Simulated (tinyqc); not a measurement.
Ferroelectric hysteresis, discrete Preisach model: two steps of the calculation.

16 bistable elements (j, k) switch to +1 when V reaches u_j and to -1 when V falls to -u_k, and keep their state between. P = Ps sum w_jk s_jk. All elements start at -1. No time dependence and no dielectric part.

Values chosen for this exercise: saturation polarisation Ps = 37 uC/cm^2; mean coercive voltage Vc = 1.1 V; spread of the switching voltages sg = 0.62 V; list of the u_j up = [0.25, 0.75, 1.25, 1.75] V; correlation of up and down voltages cr = 0.8.

Task 1. Weights. w_jk is proportional to exp[-(a_j^2 + a_k^2 - 2 cr a_j a_k)/(2 (1 - cr^2))], a_j = (u_j - Vc)/sg, and the weights sum to one.

Give: w.

Result 1.

w:

|  | d=-0.25 | d=-0.75 | d=-1.25 | d=-1.75 |
|---|---|---|---|---|
| u=0.25 | 0.07114 | 0.05328 | 0.00655 | 0.00013 |
| u=0.75 | 0.05328 | 0.16933 | 0.08837 | 0.00757 |
| u=1.25 | 0.00655 | 0.08837 | 0.19566 | 0.07114 |
| u=1.75 | 0.00013 | 0.00757 | 0.07114 | 0.10976 |

Task 2. The voltage goes to -1 V. Rows with u_j <= V turn to +1; columns with V <= -u_k turn to -1; P = Ps sum w s.

states after step 3:

|  | d=-0.25 | d=-0.75 | d=-1.25 | d=-1.75 |
|---|---|---|---|---|
| u=0.25 | 1 | 1 | 1 | 1 |
| u=0.75 | 1 | 1 | 1 | 1 |
| u=1.25 | 1 | 1 | 1 | 1 |
| u=1.75 | -1 | -1 | -1 | -1 |

w:

|  | d=-0.25 | d=-0.75 | d=-1.25 | d=-1.75 |
|---|---|---|---|---|
| u=0.25 | 0.07114371 | 0.05328480 | 0.00655372 | 0.00013237 |
| u=0.75 | 0.05328480 | 0.16933081 | 0.08836624 | 0.00757277 |
| u=1.25 | 0.00655372 | 0.08836624 | 0.19566022 | 0.07114371 |
| u=1.75 | 0.00013237 | 0.00757277 | 0.07114371 | 0.10975802 |

V = -1 V

Give: states after step 4; P after step 4.

Result 2.

states after step 4:

|  | d=-0.25 | d=-0.75 | d=-1.25 | d=-1.75 |
|---|---|---|---|---|
| u=0.25 | -1 | -1 | 1 | 1 |
| u=0.75 | -1 | -1 | 1 | 1 |
| u=1.25 | -1 | -1 | 1 | 1 |
| u=1.75 | -1 | -1 | -1 | -1 |

P after step 4 = -9.662 uC/cm^2

Computed by the program tinyqc: `OMP_NUM_THREADS=1 python tinyqc.py 2860065 2860066 out.jsonl`, one thread of a shared Intel Xeon 2.30GHz, about 0.01 s for the whole run.
